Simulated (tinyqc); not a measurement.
Inside a calculation. Model: voltage acceleration of oxide breakdown, four models on the same data.

Program tinyqc, `OMP_NUM_THREADS=1 python tinyqc.py 2070046 2070047 out.jsonl`; Intel Xeon 2.30GHz, shared host, one thread, about 0.01 s. Printed values are rounded.

Field E = V/tox in MV/cm. Models: ln(t63/1 s) = a - c X with X = E (E model), -1/E (1/E model), ln V (power law, c the exponent n) or sqrt(E).

Inputs (values chosen for the exercise): oxide thickness tox = 6.7 nm; use voltage Vu = 3.3 V; stress temperature Ts = 373 K; use temperature Tu = 378 K; activation energy Ea = 0.74 eV; factor for area and percentile ks = 1.5e-6.

Constants: q = 1.602176634e-19 C, kB = 1.380649e-23 J/K. Results are converted to the units shown.

Range of the model: All four laws are empirical fits; none is established far below the stress range.

## Fitting the models

```
stress  V (V)  t63 (s)
0        5.49  3.213e5
1        6.67      700
2        7.48    10.42
```

The three stress times were made with the E model, c = 3.48, and are treated as data. For each model fit ln t63 on X by least squares over the three points.

```
model          c          a  largest misfit in ln t63 (0: below 0.002)
E       3.480093   41.19613                                  0.0000000
1/E     313.4913  -25.41793                                  0.4788820
power   33.21232   69.32948                                  0.2459673
sqrt E  21.53202   74.36433                                  0.1243546
```

The worst misfit of any model is 0.48 in ln t63, a factor of 1.61 in time, comparable to the scatter of t63 from small samples, so such data hardly tell the models apart.

## Projection to use conditions

Project to Vu, multiply by exp[(Ea q/kB)(1/Tu - 1/Ts)] and by ks; ten years are 3.15576e8 s. The largest voltage for ten years solves the same relation for V.

temperature factor = 0.7374709

```
model   lifetime (years)  largest voltage for ten years (V)
E            9.814095e-4                           1.523179
1/E             1405.854                           3.578033
power          0.2710750                           2.960297
sqrt E        0.01222876                           2.438726
```

The lifetimes span 6.16 decades, from the E model (most cautious) to the 1/E model; the allowed voltage spans 1.52 to 3.58 V. 1 of the four models pass ten years at Vu. Lifetimes beyond a thousand years are formal extrapolations.
